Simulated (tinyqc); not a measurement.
## Free and trapped electrons in a MOS channel with a dense trap tail: free and trapped charge against gate voltage

p-type body, charge-sheet picture, full ionisation (an idealisation for deep acceptors), Boltzmann statistics for free electrons. e = Ec - EF at the surface. Acceptor-like traps of density D(E) = D0 + De exp(-E/Ew) at depth E below Ec, from 0 to Eu, hold n_t = integral of D(E)/(1 + exp((e - E)/Vt)). psi = Eg - Vt ln(Nv/Na) - e; N_dep = sqrt(2 eps0 eps_r Na (psi - Vt)/q); n_f = sqrt(N_dep^2 + 2 eps0 eps_r Vt Nc exp(-e/Vt)/q) - N_dep; Vg = Vfb + psi + q (N_dep + n_t + n_f)/Cox, Cox = eps0 eox/tox.

Free share n_f/(n_f + n_t); swing ln 10 n_f/(dn_f/dVg); field-effect mobility mf q (dn_f/dVg)/Cox, for a constant mf; oxide field q (N_dep + n_t + n_f)/(eps0 eox).

Values chosen for this exercise; band and dielectric values close to those of 4H silicon carbide: temperature T = 400 K; band gap Eg = 3.29 eV; relative permittivity eps_r = 9.73; conduction-band density of states at T Nc = 2.66e19 cm^-3; valence-band density of states at T Nv = 3.82e19 cm^-3; relative permittivity of the insulator eox = 3.9; insulator thickness tox = 41 nm; acceptor density Na = 1.2e16 cm^-3; flat-band voltage without trapped charge Vfb = -2.11 V; constant background density of acceptor-like traps D0 = 2.5e11 cm^-2 eV^-1; density of the tail at the conduction edge De = 7.3e13 cm^-2 eV^-1; decay energy of the tail Ew = 0.09 eV; depth below Ec down to which the traps reach Eu = 0.81 eV; mobility of free electrons mf = 230 cm^2/(V s).

Constants: q = 1.602176634e-19 C, kB = 1.380649e-23 J/K, Vt = kB T/q, eps0 = 8.8541878128e-14 F/cm where lengths are in cm. Results are converted to the units shown.

Result of one run:
columns A: Vg (V); B: e (eV); C: n_f (cm^-2); D: n_t (cm^-2); E: free share (%); F: swing (mV/decade); G: field-effect mobility (cm^2/(V s)); H: oxide field (MV/cm)
```
A         B         C         D      E     F      G      H
7.3  0.1088  2.803e11  2.532e12  9.968  5567  50.73  1.587
```

What becomes of these results when the gate voltage Vg is changed from 7.3 to 5 V, all else the same?

Result of the changed run:
columns A: Vg (V); B: e (eV); C: n_f (cm^-2); D: n_t (cm^-2); E: free share (%); F: swing (mV/decade); G: field-effect mobility (cm^2/(V s)); H: oxide field (MV/cm)
```
A       B         C         D      E     F      G      H
5  0.1596  7.505e10  1.560e12  4.590  2855  26.49  1.038
```

The whole series:
columns A: Vg (V); B: e (eV); C: n_f (cm^-2); D: n_t (cm^-2); E: free share (%); F: swing (mV/decade); G: field-effect mobility (cm^2/(V s)); H: oxide field (MV/cm)
```
A           B         C         D         E      F         G       H
1.6    0.5380   1.463e6  8.866e10  0.001650  171.7  0.008585  0.3015
2.7    0.2816   2.364e9  5.010e11    0.4696  767.4     3.103  0.5072
3.9    0.1999  2.442e10  1.058e12     2.256   1770     13.90  0.7800
5      0.1596  7.505e10  1.560e12     4.590   2855     26.49   1.038
6.1    0.1318  1.573e11  2.038e12     7.162   4089     38.74   1.300
7.3    0.1088  2.803e11  2.532e12     9.968   5567     50.73   1.587
8.4   0.09167  4.205e11  2.959e12     12.44   6984     60.66   1.851
9.6   0.07570  6.010e11  3.399e12     15.02   8536     70.93   2.140
10.7  0.06277  7.911e11  3.779e12     17.31   9923     80.32   2.405
```

n_f reaches 1e11 cm^-2 at Vg = 5.38 V, against 2.09 V without traps. The free share rises from 0.00165 to 17.3 % and the field-effect mobility rises from 0.00858 to 80.3 cm^2/(V s), although mf = 230 is constant: in the last row 34.9 % of Cox dVg goes into free electrons. The swing in the first row is 172 mV a decade (Vt ln 10 = 79.4). For Vg = 10.7 EF lies less than 2 Vt below the band edge, or above it, where degeneracy and confinement, left out, matter.

Computed by the program tinyqc: `OMP_NUM_THREADS=1 python tinyqc.py 2222081 2222082 out.jsonl`, one thread of a shared Intel Xeon 2.30GHz, about 0.02 s for the whole run.
